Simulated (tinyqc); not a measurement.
# Electron-beam lithography: double-Gaussian proximity function, edge placement and dose correction for parallel lines, step by step

A worked calculation. Computed by tinyqc, a small Python program that keeps every step. Command: `OMP_NUM_THREADS=1 python tinyqc.py 3113205 3113206 out.jsonl proximity walk`. One thread of a shared host (Intel(R) Xeon(R) Processor @ 2.30GHz), about 0.01 s of CPU time with the checks. Intermediate numbers are printed to about 6 digits and carried at full precision; extremes and crossings named in words are read from the listed rows.

Lines are infinitely long. Absorbed energy is counted so that the middle of a very large area written at dose 1 receives 1; the resist develops where it exceeds 1/2.

Inputs (values chosen for the exercise, of the order of those for 30 keV electrons in resist on silicon): forward range alpha = 0.011 micrometre; backscatter range beta = 4.1 micrometre; backscatter ratio eta = 0.63; base dose D0 = 320 microcoulomb/cm^2; beam current = 0.53 nA; pixel size = 2 nm; width of the test line = 0.13 micrometre; pattern density around the test line = 0.58.

line widths (micrometre): [0.057, 0.079, 0.032, 2.6]

gaps between the lines (micrometre): [0.19, 0.18, 0.16]

Constants: e = 1.602176634e-19 C.

## Layout

The first line starts at x = 0; each next one starts after the width and the gap.

Lines (micrometre):
```
line  left edge  right edge  centre
1         0.000       0.057  0.0285
2         0.247       0.326  0.2865
3         0.506       0.538  0.5220
4         0.698       3.298  1.9980
```

## Interaction matrix

f(r) = [exp(-r^2/alpha^2)/alpha^2 + eta exp(-r^2/beta^2)/beta^2]/(pi (1 + eta)). A line from a to b at dose d gives E(x) = d [S(alpha) + eta S(beta)]/(1 + eta), S(s) = [erf((b - x)/s) - erf((a - x)/s)]/2. M_ij is the mean of E at the two edges of line i from line j at dose 1.

M, rows 1, 2, 3, 4:
$$\begin{pmatrix}
0.309780 & 0.004185 & 0.001677 & 0.107821 \\
0.003019 & 0.310950 & 0.001696 & 0.113666 \\
0.002988 & 0.004188 & 0.308438 & 0.118518 \\
0.002278 & 0.003305 & 0.001387 & 0.428533
\end{pmatrix}$$

## Dose correction

Uncorrected edge energies are M 1. Solve M d = 1/2 for the doses d that put the mean edge energy of every line at the threshold.

edge energies at dose 1: 1 0.423462, 2 0.429331, 3 0.434132, 4 0.435503

corrected doses: 1 1.19254, 2 1.17058, 3 1.15263, 4 1.14767

largest over smallest dose = 1.03909

Line 1 needs the most and line 4 the least; a narrow isolated line much wider than alpha would need 1 + eta = 1.63.

## Printed widths

Edges are the roots of E(x) = 1/2 between a line centre and the middle of the next gap. Three cases: dose 1 everywhere; one common dose equal to the mean of d; the corrected doses.

Width error, printed less drawn (nm):
```
line  drawn width (nm)    dose 1  mean dose  corrected
1                   57  -4.94681  -0.343638   3.00e-05
2                   79  -4.55597   0.029399   3.60e-05
3                   32  -4.24010   0.334615   1.20e-05
4                 2600  -4.14570   0.421476   5.00e-06
```

With the common mean dose the errors span 0.8 nm. With corrected doses the largest error is below 0.01 nm.

## Dose to size and latitude

A test line of width w << beta in surroundings of density rho, all at dose d: near its edge E(x) = d [S + eta rho]/(1 + eta), S = [erf((b - x)/alpha) - erf((a - x)/alpha)]/2 for edges a and b, the second term being the background energy. Dose to size d_s = (1 + eta)/(erf(w/alpha) + 2 eta rho), dose = d_s D0; edge slope d [1 - exp(-w^2/alpha^2)]/(sqrt(pi) alpha (1 + eta)); width change per 1 % of dose = 2 x 0.01 x (1/2)/slope.

dose to size d_s = 0.941761

dose = 301.364 microcoulomb/cm^2

edge slope = 0.0296337 1/nm

width change per 1 % of dose = 0.337454 nm

background energy = 0.211116

The background supplies 42 % of the threshold.

## Shot noise and writing time

With dose = d_s D0: electrons per pixel N = dose x pixel area/e; relative noise 1/sqrt(N); time per cm^2 of pattern area = dose x density/current; pixel rate = current/(dose x pixel area).

electrons per pixel = 75.2385

shot noise = 11.5287 %

writing time per cm^2 = 91.6095 h

pixel rate = 43.9668 MHz

Checks made by the program: corrected edge energies (relative difference below 1e-10).
